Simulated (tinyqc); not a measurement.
Six-band Luttinger-Kohn model with strain, step by step. Values are carried at full precision from step to step, so a last printed digit may differ when a step is redone from the rounded ones.

Constants: hbar^2/2m0 = 3.80998211 eV angstrom^2.

Inputs chosen for the exercise (near those of AlAs; not measured data):
- C11 = 126.9 GPa
- C12 = 53.8 GPa
- C44 = 52.1 GPa
- load = uniaxial [110] (kind of stress)
- X = 1.53 GPa (stress)
- Dso = 0.285 eV (spin-orbit splitting)
- g1 = 3.81 (Luttinger gamma1)
- g2 = 0.82 (gamma2)
- g3 = 1.41 (gamma3)
- av = 2.51 eV (valence hydrostatic potential)
- b = -2.38 eV (tetragonal shear potential)
- d = -3.5 eV (trigonal shear potential)
- k = (-0.053, 0.047, 0.053) 1/angstrom (wave vector)
- kmax = 0.1 1/angstrom (end of the path)

## Strain from a uniaxial [110] stress

s11 = (C11 + C12)/((C11 - C12)(C11 + 2 C12)), s12 = -C12/((C11 - C12)(C11 + 2 C12)), s44 = 1/C44; exx = s11 sxx + s12 (syy + szz) and cyclic, exy = s44 sxy/2; tension is positive. A uniaxial stress X along the unit vector n is s_ij = X n_i n_j.

s11, s12, s44 (1/TPa): 10.5414  -3.1385  19.1939

strain tensor:
```
,x,y,z
x,0.005663,0.007342,0.000000
y,0.007342,0.005663,0.000000
z,0.000000,0.000000,-0.004802
```

The volume changes by +0.652 %; there is shear in the cubic axes, so d enters.

## The terms P, Q, R, S at one k

P = c g1 k^2 - av tr(e); Q = c g2 (kx^2 + ky^2 - 2 kz^2) - (b/2)(exx + eyy - 2 ezz); R = c sqrt3 [-g2 (kx^2 - ky^2) + 2i g3 kx ky] + (sqrt3/2) b (exx - eyy) - i d exy; S = 2 c sqrt3 g3 (kx - i ky) kz - d (exz - i eyz); c = hbar^2/2m0, e the strain tensor (not engineering shear).

Form the four terms.

Terms (eV):
```
term,from k,from strain
P,0.11362,-0.01638
Q,-0.00187,0.02491
R,-0.00325-0.04636i,0.02570i
S,-0.05227-0.04636i,0.00000
```

## The Hamiltonian

Six-band Luttinger-Kohn model in the basis |3/2,3/2>, |3/2,1/2>, |3/2,-1/2>, |3/2,-3/2>, |1/2,1/2>, |1/2,-1/2>, electron energies, zero at the top of the unstrained valence band. H = -[rows: (P+Q, -S, R, 0, -S/r2, r2 R); (-S*, P-Q, 0, R, -r2 Q, r32 S); (R*, 0, P-Q, S, r32 S*, r2 Q); (0, R*, S*, P+Q, -r2 R*, -S*/r2); (-S*/r2, -r2 Q, r32 S, -r2 R, P+Dso, 0); (r2 R*, r32 S*, r2 Q, -S/r2, 0, P+Dso)], r2 = sqrt(2), r32 = sqrt(3/2). Levels are twofold.

Each term is the sum of its two parts.

H(k) (eV):
```
,3/2,3/2,3/2,1/2,3/2,-1/2,3/2,-3/2,1/2,1/2,1/2,-1/2
3/2,3/2,-0.1203,-0.0523-0.0464i,0.0032+0.0207i,0,-0.0370-0.0328i,0.0046+0.0292i
3/2,1/2,-0.0523+0.0464i,-0.0742,0,0.0032+0.0207i,0.0326,0.0640+0.0568i
3/2,-1/2,0.0032-0.0207i,0,-0.0742,0.0523+0.0464i,0.0640-0.0568i,-0.0326
3/2,-3/2,0,0.0032-0.0207i,0.0523-0.0464i,-0.1203,-0.0046+0.0292i,-0.0370+0.0328i
1/2,1/2,-0.0370+0.0328i,0.0326,0.0640+0.0568i,-0.0046-0.0292i,-0.3822,0
1/2,-1/2,0.0046-0.0292i,0.0640-0.0568i,-0.0326,-0.0370-0.0328i,0,-0.3822
```

## Levels and their make-up

Diagonalise H. The weights add +m and -m and are averaged over each pair; m is taken along z.

levels from the top, each twofold (eV): -0.0076  -0.1465  -0.4226

weights:
```
,top,second,third
|3/2,+-3/2>,0.287,0.663,0.050
|3/2,+-1/2>,0.675,0.248,0.078
|1/2,+-1/2>,0.038,0.089,0.873
```

The top pair is 67 % |3/2,+-1/2>, the second pair is 66 % |3/2,+-3/2> and the third pair is 87 % |1/2,+-1/2>.

## Band edges at k = 0
Diagonalise H at k = 0. The weights add +m and -m (m along z) and are averaged over each pair.

edges from the top (eV): 0.0533  -0.0109  -0.2782

weights at k = 0:
```
,top,second,third
|3/2,+-3/2>,0.123,0.856,0.021
|3/2,+-1/2>,0.873,0.113,0.014
|1/2,+-1/2>,0.004,0.031,0.965
```

The stress splits the top two pairs by 64.2 meV, 2.49 times kT at 300 K (25.85 meV); the third lies 331.5 meV below the top, against Dso = 285 meV without stress.

## Polarisation of the edge transitions

In the basis X, Y, Z times spin, H(k = 0) has -Dso/3 + l exx + m (eyy + ezz) on the diagonal (cyclic) and n exy off it, l = av + 2 b, m = av - b, n = sqrt(3) d. Spin-orbit term (Dso/3) L.sigma on X, Y, Z with (L_k)_ij = -i epsilon_kij: <X+|H|Y+> = -i Dso/3, <X+|H|Z-> = Dso/3, <Y+|H|Z-> = -i Dso/3, <Z+|H|X-> = -Dso/3, <Z+|H|Y-> = i Dso/3, <X-|H|Y-> = i Dso/3, and their conjugates; + and - are the spin along z. The strength of a transition to an s-like conduction level for light polarised along the unit vector u is the weight of the orbital ux X + uy Y + uz Z in the valence state, summed over spin and averaged over the pair.

strain block of X, Y, Z (eV):
```
,X,Y,Z
X,-0.00853,-0.04451,0
Y,-0.04451,-0.00853,0
Z,0,0,0.06619
```

Relative strengths:
```
polarisation,top,second,third
[100],0.181,0.429,0.390
[010],0.181,0.429,0.390
[001],0.638,0.142,0.220
[110],0.009,0.475,0.515
[1-10],0.353,0.383,0.265
[111],0.219,0.364,0.417
```

The top pair is strongest for light along [001] (0.638) and weakest along [110] (0.009); without strain every direction has 1/3 on average over the fourfold top. For each polarisation the three pairs add up to 1.

## Hole masses at the edges

Curvature at k = 0: m/m0 = -2 c h^2/(E(h u) + E(-h u) - 2 E(0)) with h = 0.0002 1/angstrom along the unit vector u.

Hole masses (m0):
```
direction,top,second,third
[110],0.622,0.214,0.194
[1-10],0.222,0.257,0.330
[100],0.327,0.234,0.245
[001],0.188,0.349,0.307
```

Of the directions listed, the top pair is lightest along [001] (0.188) and heaviest along [110] (0.622). These masses hold only for hole energies well below the splitting of 64 meV.

## Bands along [110] and [001]

Six points from 0 to kmax in each direction.

Levels (eV):
```
direction,|k| (1/angstrom),top,second,third,"top, no stress","second, no stress"
[110],0.000,0.0533,-0.0109,-0.2782,0.0000,0.0000
[110],0.020,0.0509,-0.0180,-0.2862,-0.0019,-0.0096
[110],0.040,0.0441,-0.0379,-0.3117,-0.0074,-0.0373
[110],0.060,0.0335,-0.0674,-0.3588,-0.0162,-0.0789
[110],0.080,0.0200,-0.1018,-0.4328,-0.0277,-0.1277
[110],0.100,0.0044,-0.1384,-0.5373,-0.0414,-0.1772
[001],0.000,0.0533,-0.0109,-0.2782,0.0000,0.0000
[001],0.020,0.0453,-0.0154,-0.2832,-0.0033,-0.0083
[001],0.040,0.0229,-0.0298,-0.2986,-0.0132,-0.0325
[001],0.060,-0.0084,-0.0586,-0.3256,-0.0298,-0.0710
[001],0.080,-0.0412,-0.1063,-0.3671,-0.0529,-0.1205
[001],0.100,-0.0754,-0.1685,-0.4275,-0.0827,-0.1768
```

## Checks

- Levels against the same model in the basis X, Y, Z times spin: they agree to 1e-10 or better.

Computed by tinyqc, a small Python program: `OMP_NUM_THREADS=1 python tinyqc.py 1051467 1051468 out.jsonl` (the numbers bound the seed that draws the inputs); one thread of a shared host (Intel(R) Xeon(R) Processor @ 2.30GHz), about 0.06 s for the whole set of steps.
